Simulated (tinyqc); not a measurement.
# Changing the corrugation W

Model: Frenkel-Kontorova chain: a misfit dislocation (kink) in a monolayer on a periodic substrate. Computed by tinyqc, a small Python program. Command: `OMP_NUM_THREADS=1 python tinyqc.py 3009428 3009429 out.jsonl fkchain sweep`. One thread of a shared host (Intel(R) Xeon(R) Processor @ 2.30GHz), about 0.03 s of CPU time with the checks.

E = sum_j [(k/2)(x_(j+1) - x_j - b)^2 + (W/2)(1 - cos(2 pi x_j/a))], x_j = a (j + u_j). A kink takes u from 0 to 1: the chain is stretched by one period and has one atom fewer than wells.

Inputs (values chosen for the exercise, for a model overlayer):
```
quantity,value,unit
spring constant k,6.8,eV/angstrom^2
substrate period a,3.42,angstrom
misfit f = (b - a)/a,0.32,-
atoms on each side n,8,-
atomic mass M,58.7,u
```

Relaxation: Newton steps.

Constants: nu for 1 eV/(angstrom^2 u) = 15.6333042 THz.

Method:
- l0 = sqrt(k a^2/(2 W)); kink u(j) = (2/pi) arctan exp(pi j/l0); kink energy at f = 0: E0 = (4/pi) W l0; with misfit E0 - k a^2 f; kinks become favourable at f_c = 2/(pi l0), and a coherent chain with free ends loses stability at f_m = 1/l0. Lowest vibration of the flat chain: nu0 = 15.6333042 THz x sqrt(2 pi^2 W/(a^2 M)).
- Discrete chain at f = 0, ends held at u = 0 and 1: E = (k a^2/2) sum (u_(j+1) - u_j)^2 + (W/2) sum (1 - cos 2 pi u_j), gradient g_j = k a^2 (2 u_j - u_(j-1) - u_(j+1)) + pi W sin(2 pi u_j), Hessian 2 k a^2 + 2 pi^2 W cos(2 pi u_j) on the diagonal and -k a^2 beside it.
- Start as above (continuum shape at j + 1/2, j = -n..n-1, l0 = sqrt(k a^2/(2 W))). u(new) = u - H^-1 g; stop when the largest gradient is below 1e-9 eV.
- Repeat by Newton steps with an atom at the centre (j = -n..n, u_0 = 1/2). Barrier = difference of the two energies; the lowest Hessian eigenvalue tells minimum from saddle.

One run for each value:
```
corrugation W (eV),kink width l0,Peierls barrier (meV),"energy, centre between atoms (eV)",kink energy E0 (eV),critical misfit f_c
2.7,3.838,6.060e+00,13.06,13.19,0.1659
3.5,3.371,2.543e+01,14.81,15.02,0.1889
4.5,2.973,8.522e+01,16.70,17.03,0.2142
5.9,2.596,2.640e+02,18.92,19.50,0.2452
7.8,2.258,7.155e+02,21.34,22.42,0.2819
10.0,1.994,1.528e+03,23.54,25.39,0.3192
13.0,1.749,3.042e+03,25.80,28.95,0.3640
17.0,1.529,5.573e+03,27.97,33.11,0.4162
23.0,1.315,1.005e+04,30.18,38.51,0.4841
```

Over the rows, kink width l0 falls from 3.84 to 1.31 (exponent d ln y / d ln x about -0.50 throughout); Peierls barrier (meV) rises from 6.06 to 10000 (exponent d ln y / d ln x 5.5 between the first rows and 1.9 between the last); energy, centre between atoms (eV) rises from 13.1 to 30.2 (exponent d ln y / d ln x 0.49 between the first rows and 0.25 between the last). The exponent of kink energy E0 stays at 0.50: the geometric mean of spring and corrugation. The exponent of critical misfit f_c stays at 0.50: f_c goes as 1/l0. ln(barrier/W) against l0 has the slope -2.52 between the first rows; for wide kinks the law is l0^2 exp(-pi l0), with slope 2/l0 - pi = -2.59. The continuum energy is too high by 1.0 % in the first row and 28 % in the last.

Caution (all rows): a corrugation above 1 eV is larger than real overlayers usually show; it is chosen to keep the kink narrow. Caution (rows 4.50, 5.90, 7.80, 10.0, 13.0, 17.0, 23.0): for l0 below about 3 the kink spans few atoms, and the continuum kink energy is off by about 2 per cent or more.

Extremes, crossings and ranges named in words are read from the listed rows.
